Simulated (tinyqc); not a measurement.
Series resistance and mobility from two gate lengths.

Inverse problem. At small Vds the total resistance times width is 2 Rs + L/(mu Q), with the same mu and Q at both lengths. Find mu and Rs.

total resistance at L = 20 and 80 nm (ohm um): [179.70617, 298.82470]
Q = 0.69 uC/cm^2

Answer. The slope against L is 1/(mu Q), and the intercept at L = 0 is 2 Rs.

mu = 730.0 cm^2/(V s)
Rs = 70.00 ohm um

Numbers from tinyqc (`OMP_NUM_THREADS=1 python tinyqc.py 2380152 2380153 out.jsonl`; about 0.02 s on one thread of a shared Intel Xeon 2.30GHz).
